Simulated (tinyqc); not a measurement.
# Pinning factor and neutrality level from two metals

Problem. On an oxide a metal of vacuum work function pM shows the effective value Phi + S (pM - Phi), with S = 1/(1 + 0.1 (eps_inf - 1)^2). Find S, Phi and eps_inf.

effective work functions for metals of 4.16 and 5.55 eV (eV): [4.4057557, 5.1631623]

Answer. The slope is S, and the point where both work functions agree is Phi.

S = 0.545
Phi = 4.70 eV
eps_inf = 3.89

Computed by the program tinyqc: `OMP_NUM_THREADS=1 python tinyqc.py 2410154 2410155 out.jsonl`, one thread of a shared Intel Xeon 2.30GHz, about 0.01 s for the whole run.
